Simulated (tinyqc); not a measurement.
Pair-potential crystal by lattice sums: one step, computed by the program tinyqc.

Energy per atom E = (1/2) sum over neighbours of phi(r); d is the nearest-neighbour distance.

Problem. Energy and virial pressure. E = (1/2) sum count x phi; P = -(1/(6 Omega)) sum count x r phi', Omega = 0.707107 d^3.

Inputs (values chosen for the exercise, for model atoms): pair minimum r0 = 3.09 angstrom; trial neighbour distance d/r0 = 1.03.

Potential: Mie n-m. Structure: fcc.

Shells:
```
shell  count  r (angstrom)     phi (eV)  phi' (eV/angstrom)  phi'' (eV/angstrom^2)
1         12      3.182700  -0.02010337          0.01386740             0.09730466
2          6      4.501018  -0.00295412          0.00457199            -0.00710967
3         24      5.512598  -0.00058919          0.00100808            -0.00147736
4         12      6.365400  -0.00010456          0.00026745            -0.00047012
5         24      7.116734  -0.00000353          0.00003558            -0.00019279
```

Constants: 1 eV/angstrom^3 = 160.2176634 GPa.

Give: energy at the trial distance; pressure at the trial distance.

Solution.

energy at the trial distance = -0.1372 eV/atom

pressure at the trial distance = -0.9523 GPa

The pressure is negative, so the lattice wants to contract.
